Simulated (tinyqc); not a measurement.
Worked calculation: coupled-perturbed Hartree-Fock on RHF in the 6-31g basis, for H2, spin multiplicity 1. One step of it, computed by the program tinyqc.

Question. Iteration 9 (converged): orbitals. Diagonalise F' = X^T F X, C = X C', fill 1 alpha and 1 beta electrons from the bottom; D = 2 C_occ C_occ^T. Each column has its largest component positive (the first on a tie).

converged F (hartree), lower triangle:
```
           1H 1s      1H 2s      2H 1s      2H 2s
1H 1s  -0.036594
1H 2s  -0.506320  -0.338256
2H 1s  -0.558803  -0.513812  -0.036594
2H 2s  -0.513812  -0.375112  -0.506320  -0.338256
```

X:
```
               1          2          3         4
1H 1s  -0.719469   0.788331   0.869434  0.270616
1H 2s   2.160380  -0.664904   0.289547  0.320851
2H 1s   0.719469   0.788331  -0.869434  0.270616
2H 2s  -2.160380  -0.664904  -0.289547  0.320851
```

Give: F' = X^T F X; orbital energies; coefficients C; D after iteration 9.

Answer.

F' = X^T F X (hartree), lower triangle:
```
         1        2       3        4
1   0.8381
2   0.0000   0.7681
3  -0.5822   0.0000  0.8032
4   0.0000  -0.0986  0.0000  -0.5884
```

orbital energies (hartree): MO1 -0.5955, MO2 0.2382, MO3 0.7752, MO4 1.4031

coefficients C:
```
          MO1      MO2      MO3      MO4
1H 1s  0.3268   0.1228   0.7668  -1.1218
1H 2s  0.2721   1.7124  -0.6863   1.3487
2H 1s  0.3268  -0.1228   0.7668   1.1218
2H 2s  0.2721  -1.7124  -0.6863  -1.3487
```

D after iteration 9, lower triangle:
```
        1H 1s   1H 2s   2H 1s   2H 2s
1H 1s  0.2136
1H 2s  0.1778  0.1480
2H 1s  0.2136  0.1778  0.2136
2H 2s  0.1778  0.1480  0.1778  0.1480
```
